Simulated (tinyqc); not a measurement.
Trench capacitor in an array: capacitance, non-linearity, leakage and relaxation: one step of the calculation.

A film between two metal electrodes, each interface adding a series capacitance ci. The small-signal permittivity is ek (1 + aq E^2); the field is found with the linear permittivity. Leakage J = J0 sinh(E/Ef). After a voltage step the film passes a relaxation current kr C V tt^(-nr), tt being the time in seconds. The sidewall is a coaxial capacitor with radii a = dm/2 - t and b = dm/2, depth AR dm; the end face is left out.

Problem. Cell capacitance, fields and time constant. Per length 1/c = ln(b/a)/(2 pi eps0 ek) + (1/a + 1/b)/(2 pi ci); cell capacitance c AR dm; per footprint over pt^2; fields c V/(2 pi eps0 ek r) at r = a and b; resistance of the inner electrode rho AR dm/(pi a^2); time constant R C/3 of the distributed line.

Inputs (values chosen for the exercise); permittivity of the order of that of titanium dioxide: relative permittivity of the film ek = 73.4; film thickness t = 12 nm; capacitance of each electrode interface (dead layer and screening) ci = 1000 uF/cm^2; bias V = 0.9 V; diameter of the hole dm = 45 nm; aspect ratio, depth over diameter AR = 50; pitch of the square array pt = 64 nm; resistivity of the inner electrode rho = 160 uohm cm.

Constants: eps0 = 8.8541878128e-14 F/cm where lengths are in cm. Results are converted to the units shown.

Find: a; b; cell capacitance; capacitance per footprint; field at a; field at b; R; R C/3.

Solution.

a = 10.50 nm
b = 22.50 nm
cell capacitance = 11.91 fF
capacitance per footprint = 290.9 uF/cm^2
field at a = 1.111 MV/cm
field at b = 0.5187 MV/cm
R = 10.39 kohm
R C/3 = 41.27 ps

The array gives 54.3 times the planar capacitance per footprint; curvature makes the field at the inner electrode 1.50 times the planar value.

Numbers from tinyqc (`OMP_NUM_THREADS=1 python tinyqc.py 2102143 2102144 out.jsonl`; about 0.01 s on one thread of a shared Intel Xeon 2.30GHz).
